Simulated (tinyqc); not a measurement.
Inside a calculation. Method: lattice vibrations of a chain. One step of it, computed by the program tinyqc.

Problem. Dynamical matrix at q = 0.07. q is in units of 2 pi/a. A spring k from atom i to atom j, n cells on, adds k to Phi_ii and Phi_jj, -k exp(2 pi i q n) to Phi_ij and the conjugate to Phi_ji (for one atom a cell: 2k (1 - cos 2 pi q n)); D_ij = Phi_ij / sqrt(m_i m_j).

A chain moving along its axis:
```
atom                mass (u)  spring to the next atom (eV/angstrom^2)
1                  92.500000                                 8.700000
2                  79.300000                                13.400000
3                  74.000000                                26.200000
4                  31.100000                                26.400000
second neighbours          -                                 2.600000
```

Give: D(q).

Solution.

D(q) (eV/(angstrom^2 u)):
```
               1              2              3              4
1          0.436         -0.102  -0.060+0.013i  -0.445+0.210i
2         -0.102          0.344         -0.175  -0.100+0.022i
3  -0.060-0.013i         -0.175          0.605         -0.546
4  -0.445-0.210i  -0.100-0.022i         -0.546          1.859
```
